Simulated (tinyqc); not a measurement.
Comparisons within one model: tunnelling through a thin dielectric with one trap, as a tight-binding chain. A value that a table varies takes the place of the one given here.

Hopping -t everywhere, t = c/(m a^2), c = hbar^2/2m0; lead sites at 2t (band bottom 0), barrier sites 1 to N at 2t + phi, and site j has U besides. No voltage. Leads give S = -t exp(ika) on sites 1 and N, cos(ka) = 1 - E/(2t). T = (2 t sin(ka))^2 |G_1N|^2, G = (E - H - S)^-1. In the barrier cosh(q a) = 1 + (phi - E)/(2t).

Resonance: the lowest eigenvalue of H + S(E), iterated until its real part equals E (40 rounds from Eb = phi + 2t - sqrt(4t^2 + U^2), the level in an endless barrier). With v the normalised squared amplitudes of that state, Gamma_L = 2 t sin(ka) v_1, Gamma_R = 2 t sin(ka) v_N; Breit-Wigner T = Gamma_L Gamma_R/((E - Er)^2 + (Gamma_L + Gamma_R)^2/4).

Constants: hbar^2/2m0 = 3.80998211 eV angstrom^2.

Parameters, chosen for this exercise (barrier and mass of the size used for Al2O3 on silicon; not measured data):
- a = 3 angstrom (site spacing)
- m = 0.28 m0 (mass, the same in leads and barrier)
- phi = 2.12 eV (conduction edge of the barrier above that of the leads)
- N = 8 (barrier sites)
- j = 5 (site of the trap)
- U = -3.1 eV (extra energy on the trap site)
- E = 1 eV (electron energy)

## Transmission around the level

Er = 0.81291 eV

widths (meV): left 1.3552, right 8.1836

Energies Er + x (Gamma_L + Gamma_R).

T:
```
x     E (eV)    chain  Breit-Wigner   no trap
-8.0  0.7366  0.00138       0.00190  1.50e-06
-3.0  0.7843   0.0118        0.0132  1.93e-06
-1.0  0.8034   0.0942        0.0975  2.14e-06
-0.5  0.8081    0.240         0.244  2.19e-06
0.0   0.8129    0.488         0.488  2.25e-06
0.5   0.8177    0.249         0.244  2.31e-06
1.0   0.8225    0.102        0.0975  2.36e-06
3.0   0.8415   0.0150        0.0132  2.62e-06
8.0   0.8892  0.00263       0.00190  3.37e-06
```

What can be read from the table?

At Er the chain gives 0.488, 2.17e+05 times the value without trap, and Breit-Wigner 0.488. In the wings the single pole gives 1.37 times the chain value at x = -8 and 0.722 times at x = 8, because the widths and the level shift change with energy.

## Where a trap does most harm

The trap is moved through the barrier. The area under the resonance, 2 pi Gamma_L Gamma_R/(Gamma_L + Gamma_R), sets the current through it.

Against position:
```
j  Er (eV)  Gamma_L (meV)  Gamma_R (meV)    peak  area (meV)
3   0.8106           49.4          0.224  0.0180        1.40
4   0.8129           8.18           1.36   0.488        7.31
5   0.8129           1.36           8.18   0.488        7.31
6   0.8106          0.224           49.4  0.0180        1.40
```

What can be read from the table?

The area is largest at j = 4 and 5 (7.31 meV) and 5.22 times smaller at j = 3: the slower of the two steps limits the current, so traps in the middle carry most. Each site towards a lead multiplies its width by about 6.04, close to exp(2 q a) = 6.04 at Eb.

## Direct against trap-assisted paths

N odd, the trap in the middle, j = (N + 1)/2. Direct T is that without trap at the energy Er; area = 2 pi Gamma_L Gamma_R/(Gamma_L + Gamma_R). The exponents are the slopes of the logarithms between the last two rows, per angstrom.

Against thickness:
```
N   N a (angstrom)  Er (eV)  direct T  area (meV)
5             15.0   0.8065  0.000485         155
7             21.0   0.8126  1.36e-05        25.7
9             27.0   0.8132  3.73e-07        4.26
11            33.0   0.8133  1.02e-08       0.705
13            39.0   0.8133  2.81e-10       0.117
15            45.0   0.8133  7.69e-12      0.0193
17            51.0   0.8133  2.11e-13     0.00320
```

exponents (1/angstrom): direct 0.5994, through the trap 0.2997

What does this show, and why?

The direct path falls as exp(-0.599 d) and the path through a central trap as exp(-0.300 d), 2.00 times more slowly, since each step crosses half the layer. From 5 to 17 sites the first loses 9.4 decades and the second 4.7: in thicker layers even few traps rule the leakage. Inelastic capture with phonons is left out.

## What each parameter does

Resonance and log10 T at E. Each row changes one parameter from the base and keeps the others.

Results:
```
case           Er (eV)  Gamma_L (meV)  Gamma_R (meV)  log10 T
base            0.8129          1.355          8.184   -3.158
m = 0.258 m0    0.8872          2.188          11.78   -2.495
phi = 2.22 eV   0.9132          1.360          8.214   -2.675
N = 9           0.8132          1.355          1.355   -3.886
j = 4           0.8129          8.184          1.355   -3.158
U = -3.007 eV   0.8793          1.579          9.134   -2.784
```

What does this show?

The largest shifts from the base row, up to three for each result and ties (the steps differ in size, so this ranks the rows, not the parameters). Er (eV): phi +0.1003, m +0.0743, U +0.0664; unchanged at the printed digits by j. Gamma_L (meV): j +6.83, m +0.833, U +0.224; unchanged at the printed digits by N. Gamma_R (meV): N -6.83, j -6.83, m +3.60. log10 T: N -0.728, m +0.663, phi +0.483; unchanged at the printed digits by j.

tinyqc: `OMP_NUM_THREADS=1 python tinyqc.py 1450563 1450564 out.jsonl`; about 0.04 s, one thread, shared Intel(R) Xeon(R) Processor @ 2.30GHz.
